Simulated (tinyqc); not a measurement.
Leaving out one process at a time: Debye-Callaway model of lattice thermal conductivity. Computed by tinyqc, a small Python program. Command: `OMP_NUM_THREADS=1 python tinyqc.py 3002161 3002162 out.jsonl callaway walk`. One thread of a shared host (Intel(R) Xeon(R) Processor @ 2.30GHz), about 0.01 s of CPU time with the checks.

Three acoustic branches with one velocity v, cut at omega_D = k_B Theta/hbar; x = hbar omega/(k_B T). v and Theta are separate inputs: Theta cuts off the heat-carrying modes, so C need not reach 3 k_B/V. gamma is an effective value that sets the umklapp rate. Heat flows along the wire.

Inputs (values chosen for the exercise, modelled on magnesium oxide): sound velocity v = 6930 m/s; Debye temperature Theta = 753 K; volume per atom V = 9.34 angstrom^3; mean atomic mass M = 20.15 u; effective Grueneisen parameter gamma = 3.79; umklapp exponent divisor b = 3; alloy fraction f = 0.086; mass difference Delta M = 3.46 u; wire diameter D = 0.85 micrometre; specularity p = 0.8; normal-process factor f_N = 1.4; temperature T = 150 K.

Sample: wire. Point defects: alloy. Normal processes: included.

Constants: k_B = 1.380649e-23 J/K; hbar = 1.054571817e-34 J s; u = 1.6605390666e-27 kg.

Method:
- For a random alloy on all sites Gamma = f (1 - f) (Delta M/M)^2, with M the mean mass; strain-field scattering is left out. A = V Gamma/(4 pi v^3).
- Rates: point defects A omega^4; umklapp B omega^2 T exp(-Theta/(b T)) with B = hbar gamma^2/(M v^2 Theta); normal processes f_N B omega^2 T (T/Theta)^2. Boundaries: v/Lambda_B with Lambda_B = D (1 + p)/(1 - p).
- kappa_1 = c int tau_C g dx, g = x^4 e^x/(e^x - 1)^2, c = (k_B/(2 pi^2 v)) (k_B T/hbar)^3, over 0 < x < min(Theta/T, 40), by 96 Gauss-Legendre points in s with x = x_max s^2; 1/tau_C = 1/tau_R + 1/tau_N; kappa_2 = c [int (tau_C/tau_N) g dx]^2 / int (tau_C/(tau_N tau_R)) g dx; kappa = kappa_1 + kappa_2.

Rayleigh coefficient A = 5.17588e-45 s^3

Conductivity at T:
```
case                   kappa (W/(m K))  ratio to all
all processes                   104.86             1
without point defects           133.98        1.2776
without boundaries              119.00        1.1348
without umklapp                 309.25        2.9491
```

Removing umklapp raises kappa most, by a factor 2.95; removing boundaries gives only 1.13.
